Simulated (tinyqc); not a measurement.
What moves the results: conduction-band anticrossing with a localised impurity level. A value that a table varies takes the place of the one given here.

Host conduction band EM(k) = Eg - al x + c k^2/mM, c = hbar^2/2m0, coupled to a flat level EI by V = C sqrt(x): H = [[EM, V], [V, EI]], E+/- = (EM + EI)/2 +/- sqrt((EM - EI)^2/4 + V^2). The host weight of a state at E is f = 1/(1 + V^2/(E - EI)^2), and its mass at k = 0 is mM/f. The gap is E-(0), the valence top staying at 0.

Constants: hbar^2/2m0 = 3.80998211 eV angstrom^2.

Values chosen for the exercise (host near GaAs; the results hold for these values, not for the real material):
- Eg = 1.511 eV (gap at Gamma to the s-like level)
- mM = 0.0672 m0 (mass of the host band)
- EI = 1.725 eV (impurity level, from the valence top of the host)
- C = 2.54 eV (coupling)
- al = 1.42 eV (linear shift of the host edge)
- x = 0.005 (impurity fraction)
- aM = 113 meV/GPa (pressure coefficient of the host edge)
- aI = 14 meV/GPa (pressure coefficient of the level)

## Impurity fraction

The last column is the bowing that a quadratic law would need at that x, (Eg - gap)/(x (1 - x)), with equal end gaps.

Results:
```
x (%),E- (eV),E+ (eV),gap (eV),host weight of E-,mass of E-,bowing (eV)
0.1,1.4829,1.7517,1.4829,0.901,0.0746,28.1
0.2,1.4596,1.7736,1.4596,0.845,0.0795,25.8
0.5,1.4035,1.8254,1.4035,0.762,0.0882,21.6
1.0,1.3324,1.8894,1.3324,0.705,0.0953,18.0
2.0,1.2247,1.9829,1.2247,0.660,0.1018,14.6
3.0,1.1384,2.0550,1.1384,0.640,0.1050,12.8
5.0,0.9969,2.1681,0.9969,0.622,0.1081,10.8
8.0,0.8243,2.2981,0.8243,0.611,0.1100,9.3
```

The apparent bowing falls from 28.1 to 9.3 eV, so no single constant describes the gap: the part from the coupling goes as x while V is small against |EM - EI| and as sqrt(x) beyond (V = |Eg - EI| near x = 0.71 %), with the linear term al x on top; the fall of the gap goes as the power 0.87 of x between the first two rows and 0.62 between the last two. The mass of E- goes from 0.0746 to 0.1100, higher although the gap falls, against the usual k.p trend; with al = 0 the weight tends to 1/2 at large x.

## Pressure

Eg and EI move linearly with pressure; V is kept. The slope of E- is f aM + (1 - f) aI.

Results:
```
P (GPa),EM (eV),EI (eV),E- (eV),E+ (eV),host weight of E-,slope of E- (meV/GPa)
0,1.5039,1.7250,1.4035,1.8254,0.762,89.4
1,1.6169,1.7390,1.4883,1.8676,0.661,79.4
2,1.7299,1.7530,1.5615,1.9214,0.532,66.7
3,1.8429,1.7670,1.6214,1.9885,0.397,53.3
4,1.9559,1.7810,1.6687,2.0682,0.281,41.8
5,2.0689,1.7950,1.7061,2.1578,0.197,33.5
6,2.1819,1.8090,1.7366,2.2543,0.140,27.8
7,2.2949,1.8230,1.7624,2.3555,0.102,24.1
8,2.4079,1.8370,1.7852,2.4597,0.077,21.6
```

The unmixed levels cross at 2.23 GPa, where E+ - E- has its minimum 2V = 0.359 eV and the weights are 1/2. The slope of E- falls from 89 to 22 meV/GPa, between the limits aM = 113 and aI = 14, as the state turns impurity-like. The X valleys, which pass below the Gamma edge of the host at high pressure, are left out.

## What each parameter does

At k = 0. Each row changes one parameter from the base and keeps the others.

Results:
```
case,E- (eV),E+ (eV),gap (eV),mass (m0)
base,1.4035,1.8254,1.4035,0.0882
EI = 1.775 eV,1.4144,1.8645,1.4144,0.0839
al = 1.92 eV,1.4016,1.8248,1.4016,0.0879
Eg = 1.561 eV,1.4405,1.8384,1.4405,0.0940
C = 2.921 eV,1.3802,1.8487,1.3802,0.0913
x = 0.00425,1.4162,1.8138,1.4162,0.0865
mM = 0.07728 m0,1.4035,1.8254,1.4035,0.1014
```

The largest shifts from the base row, up to three for each result and ties (the steps differ in size, so this ranks the rows, not the parameters). E- (eV): Eg +0.0370, C -0.0234, x +0.0126; unchanged at the printed digits by mM. E+ (eV): EI +0.0391, C +0.0234, Eg +0.0130; unchanged at the printed digits by mM. gap (eV): Eg +0.0370, C -0.0234, x +0.0126; unchanged at the printed digits by mM. mass (m0): mM +0.0132, Eg +0.0058, EI -0.0043.

Computed by tinyqc, a small Python program: `OMP_NUM_THREADS=1 python tinyqc.py 1080421 1080422 out.jsonl` (the numbers bound the seed that draws the inputs); one thread of a shared host (Intel(R) Xeon(R) Processor @ 2.30GHz), about 0.01 s for the whole set of steps.
